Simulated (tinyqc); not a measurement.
Illuminated p-n diode, drift-diffusion by the Gummel loop with Scharfetter-Gummel fluxes: two steps of the calculation.

Abrupt junction at x = 0, p side from -Lp, n side to Ln, ohmic contacts. psi is counted from the intrinsic level; n = ni exp((psi - phin)/Vt), p = ni exp((phip - psi)/Vt). Contacts: p side psi = V - Vt ln(Na/ni), p = Na, n = ni^2/Na; n side psi = Vt ln(Nd/ni), n = Nd, p = ni^2/Nd. Constant mobilities, D = mu Vt, Boltzmann statistics, SRH recombination through a mid-gap level, U = (n p - ni^2)/(tp (n + ni) + tn (p + ni)). Current is positive from the p contact to the n contact.

Inputs (values chosen for the exercise); band and dielectric values those of a made-up semiconductor:

| symbol | value | unit | meaning |
|---|---|---|---|
| T | 300 | K | temperature |
| eps_r | 9.9 |  | relative permittivity |
| Na | 6.4e15 | cm^-3 | acceptor density of the p side |
| Nd | 2.3e16 | cm^-3 | donor density of the n side |
| mun | 6100 | cm^2/(V s) | electron mobility |
| tn | 6e-9 | s | SRH lifetime of electrons |
| tp | 6e-8 | s | SRH lifetime of holes |
| G | 4e19 | cm^-3 s^-1 | uniform generation rate |
| V | 1.25 | V | bias of the p contact |

Constants: q = 1.602176634e-19 C, kB = 1.380649e-23 J/K, Vt = kB T/q, eps0 = 8.8541878128e-14 F/cm where lengths are in cm. Results are converted to the units shown.

Problem 1. Electron continuity. With psi and p held, F_i = (mun Vt/h_i) [n_(i+1) B(d_i) - n_i B(-d_i)], d_i = (psi_(i+1) - psi_i)/Vt, B(d) = d/(exp(d) - 1); solve F_i - F_(i-1) = w_i [(n_i p_i - ni^2)/den_i - G] for the new n, with den = tp (n + ni) + tn (p + ni) taken at the old n and p, h_i = x_(i+1) - x_i, w_i = (h_(i-1) + h_i)/2; phin = psi - Vt ln(n/ni).

```
node  x (nm)     psi (V)  n after Poisson (cm^-3)  p after Poisson (cm^-3)
0      -5900  0.49474691            2.6964542e-10                   6.4e15
1      -2620  0.49474583             2.6906089e11             6.4002689e15
2      -1140  0.49474634             2.6906622e11             6.4001422e15
3       -471  0.49491319             2.7080846e11             6.3589669e15
4       -168  0.50610598             4.1753490e11             4.1243548e15
5        -31  0.63655416             6.4882224e13             2.6541354e13
6         31  0.76818552             1.0554442e16             1.6315993e11
7        140  0.78760035             2.2366089e16             7.6994330e10
8        332  0.78831435             2.2992421e16             7.4896943e10
9        668  0.78832292             2.3000045e16             7.4872117e10
10      1260  0.78832295             2.3000075e16             7.4872020e10
11      2300  0.78832287                   2.3e16            7.5031770e-11
```

ni = 1313.6707 cm^-3

Find: new n; phin after round 1.

Solution 1.

```
node  new n (cm^-3)  phin after round 1 (V)
0        2.6965e-10                  1.2500
1         1.5807e11                  0.0138
2         2.2634e11                  0.0045
3         2.5866e11                  0.0012
4         4.1628e11                  0.0001
5         6.4881e13                  0.0000
6         1.0554e16                  0.0000
7         2.2366e16                  0.0000
8         2.2992e16                  0.0000
9         2.3000e16                  0.0000
10        2.3000e16                  0.0000
11        2.3000e16                  0.0000
```

Problem 2. Poisson equation. With phin and phip held, solve a_i (psi_(i+1) - psi_i) - a_(i-1) (psi_i - psi_(i-1)) + q w_i (p_i - n_i + C_i) = 0 for the inner nodes by Newton steps to convergence; a_i = eps0 eps_r/h_i, h_i = x_(i+1) - x_i, w_i = (h_(i-1) + h_i)/2, C = -Na or +Nd.

```
node  x (nm)  phin after round 1 (V)  phip after round 1 (V)
0      -5900               1.2500000               1.2500000
1      -2620               0.0137513               1.2500000
2      -1140               0.0044702               1.2499998
3       -471               0.0011863               1.2499997
4       -168               0.0000781               1.2499997
5        -31               0.0000004               1.2499990
6         31               0.0000001               1.2500240
7        140               0.0000001               1.2502752
8        332               0.0000001               1.2505254
9        668               0.0000001               1.2497734
10      1260               0.0000001               1.2440677
11      2300               0.0000000               0.0000000
```

ni = 1313.6707 cm^-3

Wanted: psi; n after Poisson; p after Poisson.

Solution 2.

```
node  psi (V)  n after Poisson (cm^-3)  p after Poisson (cm^-3)
0      0.4947                2.696e-10                 6.400e15
1      0.4947                 1.581e11                 6.400e15
2      0.4947                 2.263e11                 6.400e15
3      0.4949                 2.587e11                 6.359e15
4      0.5061                 4.163e11                 4.124e15
5      0.6366                 6.488e13                 2.654e13
6      0.7682                 1.055e16                 1.633e11
7      0.7876                 2.237e16                 7.782e10
8      0.7883                 2.299e16                 7.643e10
9      0.7883                 2.300e16                 7.422e10
10     0.7883                 2.300e16                 5.952e10
11     0.7883                 2.300e16                7.503e-11
```

Computed by the program tinyqc: `OMP_NUM_THREADS=1 python tinyqc.py 2240126 2240127 out.jsonl`, one thread of a shared Intel Xeon 2.30GHz, about 1 s for the whole run.
